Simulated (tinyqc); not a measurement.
Thickness from the transmission.

Question. A dielectric of barrier phi1 and mass m1 carries the voltage V, so U = phi1 - V x/t1. At E = 0 the WKB exponent is S = (4 t1/(3 V)) sqrt(m1/C) [phi1^1.5 - max(phi1 - V, 0)^1.5], C = hbar^2/(2 m0), and T = exp(-S). Find S, t1 and the field.

Values chosen for this exercise: barrier of layer 1 above the emitter Fermi level at zero bias phi1 = 3.15 eV; tunnelling mass of layer 1 m1 = 0.52 m0; voltage across the dielectric V = 3.7 V.

Constants: q = 1.602176634e-19 C, hbar = 1.054571817e-34 J s, m0 = 9.1093837015e-31 kg, hbar^2/(2 m0) = 0.0380998212 eV nm^2. Results are converted to the units shown.

T at E = 0 = 1.0966240e-12

Answer. At fixed V the exponent is proportional to t1.

S = 27.5
t1 = 3.70 nm
field = 10.0 MV/cm

tinyqc, about 0.03 s, one thread, Intel Xeon 2.30GHz (shared host): `OMP_NUM_THREADS=1 python tinyqc.py 2540173 2540174 out.jsonl`
